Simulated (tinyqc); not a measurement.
From results back to parameters: phonon-assisted absorption at an indirect gap. Three cases, with inputs chosen for the exercise.

Problem. One phonon: alpha = A [N (E - Eg + w)^2 + (N + 1)(E - Eg - w)^2], each term only above its threshold, N = 1/(exp(w/kB Tm) - 1). The first two energies lie below the emission threshold and the third above it.

Constants: kB = 8.617333262e-05 eV/K.

Case 1.

Values chosen (out of a larger set: loosely those of GaP at room temperature; Eg is not tied to T; not measured data): Es = (2.208, 2.262, 2.321) eV (three photon energies); Tm = 400 K.

alpha at the three energies (1/cm): 0.6280248  9.568066  42.56224

Case 2.

Values chosen (out of a larger set: loosely those of AlAs at room temperature; Eg is not tied to T; not measured data): Es = (2.14, 2.194, 2.252) eV (three photon energies); Tm = 250 K.

alpha at the three energies (1/cm): 0.2579281  4.092720  23.49453

Case 3.

Values chosen (out of a larger set: loosely those of GaP at room temperature; Eg is not tied to T; not measured data): Es = (2.265, 2.321, 2.38) eV (three photon energies); Tm = 250 K.

alpha at the three energies (1/cm): 0.1797684  2.891779  16.65146

Find: slope sqrt(A N); threshold Eg - w; w; Eg; A.

Solution. sqrt(alpha) at the first two energies is a line with slope sqrt(A N) and intercept Eg - w. The excess at the third energy is A N exp(w/kB Tm) (E - (Eg - w) - 2w)^2, which has one root w with the emission threshold between the second and third energies.

Case 1.

slope sqrt(A N) = 42.61 1/(cm^(1/2) eV)
threshold Eg - w = 2.1894 eV
w = 45.6 meV
Eg = 2.235 eV
A = 5.0e+03 1/(cm eV^2)

Case 2.

slope sqrt(A N) = 28.06 1/(cm^(1/2) eV)
threshold Eg - w = 2.1219 eV
w = 45.1 meV
Eg = 2.167 eV
A = 5.6e+03 1/(cm eV^2)

Case 3.

slope sqrt(A N) = 22.80 1/(cm^(1/2) eV)
threshold Eg - w = 2.2464 eV
w = 46.6 meV
Eg = 2.293 eV
A = 4.0e+03 1/(cm eV^2)

Computed by tinyqc, one run a case: `OMP_NUM_THREADS=1 python tinyqc.py N N+1 out.jsonl` with N = 1681804, 1681828, 1681831; one thread of a shared Intel(R) Xeon(R) Processor @ 2.30GHz, about 0.01 s a run at most.
